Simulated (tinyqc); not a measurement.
Band offset of a heterojunction with an interface dipole (two-band chains, self-consistent charge): one step. The line-up. Two cases, with inputs chosen for the exercise.

Problem. Ev(right) - Ev(left) = D - (G2 - G1)/2 and Ec(right) - Ec(left) = D + (G2 - G1)/2, for D0, for the self-consistent D and for D = 0. Type I: the offsets have opposite signs; type III: one valence edge lies above the other conduction edge; else type II.

Give: Offsets (eV).

Case 1.

Values chosen (out of a larger set: gaps near those of GaAs and AlAs; the chains and D0 are free models, so the offsets are not those of the real pair; not measured data): G1 = 1.39 eV (gap on the left); G2 = 2.29 eV (gap on the right); D0 = -0.83 eV (mid-gap of the right side above that of the left, without dipole).

D = -0.378774 eV

Solution.

Offsets (eV):
```
case                            D  valence  conduction                 type
no dipole                  -0.830   -1.280      -0.380  type II (staggered)
self-consistent            -0.379   -0.829       0.071  type I (straddling)
neutrality levels aligned   0.000   -0.450       0.450  type I (straddling)
```

The dipole changes the type of the junction.

Case 2.

Values chosen (out of a larger set: gaps near those of Si and SiO2; the chains and D0 are free models, so the offsets are not those of the real pair; not measured data): G1 = 1.08 eV (gap on the left); G2 = 9.13 eV (gap on the right); D0 = -1.35 eV (mid-gap of the right side above that of the left, without dipole).

D = -1.061921 eV

Solution.

Offsets (eV):
```
case                            D  valence  conduction                 type
no dipole                  -1.350   -5.375       2.675  type I (straddling)
self-consistent            -1.062   -5.087       2.963  type I (straddling)
neutrality levels aligned   0.000   -4.025       4.025  type I (straddling)
```

The dipole shifts both offsets alike and leaves the type.

Computed by tinyqc, one run a case: `OMP_NUM_THREADS=1 python tinyqc.py N N+1 out.jsonl` with N = 1482785, 1482841; one thread of a shared Intel(R) Xeon(R) Processor @ 2.30GHz, about 0.4 s a run at most.
